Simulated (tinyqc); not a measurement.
Inside a calculation. Model: drifting, spreading and decaying minority pulse (Haynes-Shockley), backward Euler time steps.

Computed by the program tinyqc: `OMP_NUM_THREADS=1 python tinyqc.py 2310004 2310005 out.jsonl`, one thread of a shared Intel Xeon 2.30GHz, about 0.01 s for the whole run. Printed values are rounded.

Low injection in a uniform field: dn/dt = D d2n/dx2 - v dn/dx - n/tau with D = mu Vt and v = mu F towards +x. Exact solution on an infinite bar for a Gaussian start at x0: n = N0 exp(-t/tau) exp(-(x - x0 - v t)^2/(2 s^2))/sqrt(2 pi s^2), s^2 = s0^2 + 2 D t.

Parameters, values chosen for the exercise; mobility close to that of silicon at room temperature:
- T = 300 K (temperature)
- mu = 1330 cm^2/(V s) (minority-carrier mobility)
- F = 9.1 V/cm (sweep field along the drift)
- hx = 15 um (mesh step)
- tau = 3.1e-6 s (lifetime)
- N0 = 5e10 cm^-2 (injected sheet density)
- dt = 6.5e-8 s (time step)
- s0 = 19 um (initial width (standard deviation))

Constants: q = 1.602176634e-19 C, kB = 1.380649e-23 J/K, Vt = kB T/q. Results are converted to the units shown.

## Coefficients of the scheme

Exponentially fitted fluxes: d = F hx/Vt, B(d) = d/(exp(d) - 1), k = D dt/hx^2; (L n)_i = a n_(i-1) + b n_i + c n_(i+1) with a = k B(-d), c = k B(d), b = -a - c - dt/tau. Explicit steps keep n positive for dt up to 1/[(D/hx^2)(B(d) + B(-d)) + 1/tau].

D = 34.3832 cm^2/s
v = 12103.0 cm/s
d = 0.528006
a = 1.27849
b = -2.05349
c = 0.754030
positivity limit of dt = 3.16534e-8 s

dt is 2.1 times the explicit limit. On this mesh the fitted flux acts like a diffusion coefficient (d/2) coth(d/2) D = 1.02 D for a travelling pulse, before the error of the time steps.

## Initial pulse

Nodes x_i = i hx, i = 1 to 13, n = 0 at nodes 0 and 14; the Gaussian at t = 0 with x0 = 4 hx.

n at t = 0, node 1 to 13 (in units of 1e13 cm^-3): 0.06354  0.30183  0.76875  1.04985  0.76875  0.30183  0.06354  0.00717  0.00043  0.00001  0.00000  0.00000  0.00000

## Step 1: densities after a time step

(L n)_i = a n_(i-1) + b n_i + c n_(i+1), n = 0 beyond the ends. Backward Euler step: solve n(new) - L n(new) = n.

n at t = 1 dt, node 1 to 13 (in units of 1e12 cm^-3): 0.87660  2.70717  5.47365  7.38050  6.68382  4.35733  2.30967  1.12238  0.53388  0.25317  0.11982  0.05595  0.02343

## Step 2: densities after a time step

As before.

n at t = 2 dt, node 1 to 13 (in units of 1e12 cm^-3): 0.84317  2.25192  4.09939  5.52331  5.62819  4.56256  3.15476  1.97625  1.16542  0.66058  0.36329  0.19220  0.08815

## Course in time

The same steps, now on nodes 1 to 60 (n = 0 at nodes 0 and 61), for 24 steps; centre = sum x n/sum n. Deviations are from the exact pulse, as a share of its largest value on the nodes; a run counts as stable if they stay under 100 %.

Course of the iteration:
```
step  hx sum n (cm^-2)  centre (um)  most negative n (cm^-3), 0 if none  largest deviation (% of the peak)
1           4.78901e10      69.0645                                   0                               11.5
2           4.59725e10      78.1731                                   0                               12.7
3           4.42235e10      87.3013                                   0                               12.4
4           4.26508e10      96.3666                                   0                               12.1
5           4.12354e10      105.333                                   0                               12.2
6           3.99524e10      114.188                                   0                               12.4
7           3.87787e10      122.933                                   0                               12.9
8           3.76952e10      131.575                                   0                               13.1
9           3.66864e10      140.122                                   0                               13.2
...                ...          ...                                 ...                                ...
16          3.09538e10      198.015                                   0                               12.8
17          3.02616e10      206.090                                   0                               12.9
18          2.95920e10      214.131                                   0                               13.1
19          2.89431e10      222.141                                   0                               13.2
20          2.83134e10      230.123                                   0                               13.4
21          2.77015e10      238.081                                   0                               13.5
22          2.71063e10      246.017                                   0                               13.7
23          2.65269e10      253.932                                   0                               13.8
24          2.59625e10      261.830                                   0                               13.9
```

The run is stable. After 24 steps the deviation is 14 % of the peak. From step 1 to the last the centre has moved at 1.07 v and the content is 14 % below N0 exp(-t/tau). On an endless mesh these steps would give a speed of 0.979 v and a content of 1.01 times the exact one, from dt/tau = 0.0210 alone; the rest comes from the absorbing ends.
